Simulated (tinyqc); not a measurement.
Electroplating on a thin resistive seed layer: kinetics, Wagner number and the terminal effect across a wafer: one step, computed by the program tinyqc. Command: `OMP_NUM_THREADS=1 python tinyqc.py 3121497 3121498 out.jsonl terminal walk`. One thread of a shared host (Intel(R) Xeon(R) Processor @ 2.30GHz), about 0.02 s of CPU time with the checks.

Current enters the seed at the rim. The bath is treated as a local resistance per area (no lateral flow in the liquid), two electrons per ion, molar volume 7.11 cm^3/mol, Faraday constant F = e N_A, kinematic viscosity 0.01 cm^2/s, omega = 2 pi x rpm/60; k_B T/e is in volts.

Problem. Rate, limit and resistances. Growth rate = i V_m/(2 F). Levich limit i_L = 0.62 x 2 F D^(2/3) omega^(1/2) nu^(-1/6) c. Tafel overpotential eta = (k_B T/(alpha e)) ln(i/i_0); kinetic resistance k_B T/(alpha e i); bath resistance h/kappa + plate; R_s = resistivity/t; Wagner number = kinetic resistance x kappa/R.

Inputs (values chosen for the exercise, of the order of those for copper plating on a thin cobalt or ruthenium seed):

| quantity | value | unit |
|---|---|---|
| wafer radius R | 15 | cm |
| seed thickness t | 50 | nm |
| seed resistivity | 7.6 | microohm cm |
| bath conductivity kappa | 0.13 | S/cm |
| gap to the anode h | 7.8 | cm |
| extra resistance of a porous plate | 0 | ohm cm^2 |
| exchange current density i_0 | 0.66 | mA/cm^2 |
| cathodic transfer coefficient alpha | 0.68 | - |
| mean current density | 10 | mA/cm^2 |
| diffusivity of the metal ion | 4.8e-06 | cm^2/s |
| metal ion concentration | 0.33 | mol/L |
| rotation rate | 30 | rpm |
| temperature T | 298 | K |

Constants: e = 1.602176634e-19 C; N_A = 6.02214076e+23 1/mol; k_B = 8.617333262e-05 eV/K.

Give: growth rate; limiting current i_L; overpotential; kinetic resistance; bath resistance R_b; sheet resistance R_s; Wagner number.

Solution.

growth rate = 221.1 nm/min

limiting current i_L = 42.90 mA/cm^2

overpotential = 102.6 mV

kinetic resistance = 3.776 ohm cm^2

bath resistance R_b = 60 ohm cm^2

sheet resistance R_s = 1.52 ohm/square

Wagner number = 0.03273
